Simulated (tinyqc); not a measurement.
Valley-orbit splitting of a donor ground state, with strain: one step, computed by the program tinyqc. Command: `OMP_NUM_THREADS=1 python tinyqc.py 3005934 3005935 out.jsonl valleyorbit walk`. One thread of a shared host (Intel(R) Xeon(R) Processor @ 2.30GHz), about 0.01 s of CPU time with the checks.

The basis is the 1s envelope in each valley; energies are counted from the unstrained conduction-band edge. The strain is e_s (a a^T - 1/3) for the unit stress axis a, so valley j along n_j moves by Xi_u e_s w_j with w_j = (n_j.a)^2 - 1/3: +1/6 for x and y, -1/3 for z. The splitting at the zone boundary that a [110] shear adds for <100> valleys is left out.

Problem. Levels and ground state under strain. Diagonalise H; the ground vector has positive components. The density at the nucleus, and so the contact hyperfine coupling, scales as (sum_j c_j)^2/(number of valleys), which is 1 without strain; the envelopes are held fixed.

Valleys: six along <100>. Stress axis: [110].

H (meV), rows +x, -x, +y, -y, +z, -z:
```
[[-42.32615, -2.79000, -2.13000, -2.13000, -2.13000, -2.13000],
 [-2.79000, -42.32615, -2.13000, -2.13000, -2.13000, -2.13000],
 [-2.13000, -2.13000, -42.32615, -2.79000, -2.13000, -2.13000],
 [-2.13000, -2.13000, -2.79000, -42.32615, -2.13000, -2.13000],
 [-2.13000, -2.13000, -2.13000, -2.13000, -41.28770, -2.79000],
 [-2.13000, -2.13000, -2.13000, -2.13000, -2.79000, -41.28770]]
```

Give: levels; valley amplitudes of the ground state; hyperfine ratio A/A_0.

Solution.

levels (meV): [-53.31, -40.86, -40.15, -39.54, -39.54, -38.50]

valley amplitudes of the ground state: +x 0.4187, -x 0.4187, +y 0.4187, -y 0.4187, +z 0.3865, -z 0.3865

hyperfine ratio A/A_0 = 0.9986
